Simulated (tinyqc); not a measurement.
Inside a calculation: Peierls distortion of a half-filled chain. Values are carried at full precision from step to step, so a last printed digit may differ when a step is redone from the rounded ones.

Atoms move by +/- u, so bonds change by -/+ 2u and hoppings are t +/- 2 al u. Bands E = -/+ sqrt((2 t cos x)^2 + D^2 sin^2 x) with D = 4 al u, x = k a in (0, pi/2); the gap is 2D. Energy per atom at zero temperature: E(u) = -mean_x sqrt(...) + 2 K u^2; exactly, the mean is (4t/pi) E(1 - z^2), z = D/2t, E the complete elliptic integral of the second kind with parameter m. Coupling lambda = 2 al^2/(pi t K).

Constants: kB = 8.617333262e-05 eV/K.

Parameters, chosen for this exercise:
- t = 2.8 eV (hopping of the even chain)
- al = 4.3 eV/angstrom (change of hopping with bond length)
- K = 15.1 eV/angstrom^2 (spring constant of a bond)
- u = 0.058 angstrom (trial shift of alternate atoms)
- N = 2 (k points)

## Energy at a trial distortion

Use the mesh x_j = (j + 1/2) pi/(2N), j = 0 .. N-1, and also the elliptic integral.

D = 0.9976 eV

|E| on the mesh (eV): 5.1878  2.3328

band energy on the mesh = -3.7603 eV
elastic energy = 0.1016 eV
total, exact = -3.6126 eV
exact E(u) - E(0) = -0.0475 eV

This distortion lowers the energy; the mesh errs by -46.11 meV.

## The equilibrium distortion

dE/du = 0 gives 1 = (4 al^2/K) mean(sin^2 x/|E|); solve with the exact mean, and compare with the weak-coupling form D = 8 t exp(-1 - 1/(2 lambda)).

lambda = 0.2784
u0 = 0.0859 angstrom
gap 2D = 2.955 eV
gap, weak coupling = 2.735 eV
E(u0) - E(0) per atom = -57.98 meV

Long and short bonds differ by 4 u0 = 0.3436 angstrom. The weak-coupling gap is 0.926 of the full one. The gain is far smaller than the gap, since only states near the zone edge move.

## Length and phonon scales

Coherence length xi/a = 2t/D with D half the gap; mean-field transition kB Tp = D/1.764 (weak coupling); for the optical mode at the zone edge (omega_R/omega_0)^2 = 2 lambda at weak coupling.

xi/a = 3.79
Tp = 9.72e+03 K
omega_R/omega_0 = 0.746

Tp is a mean-field scale: in a single chain fluctuations forbid the transition, and coupling between chains sets the real one, far lower.

## Checks

- Total energy at u0 on 4000 points against the elliptic integral (eV): both -3.62305.

tinyqc: `OMP_NUM_THREADS=1 python tinyqc.py 1682585 1682586 out.jsonl`; about 0.07 s, one thread, shared Intel(R) Xeon(R) Processor @ 2.30GHz.
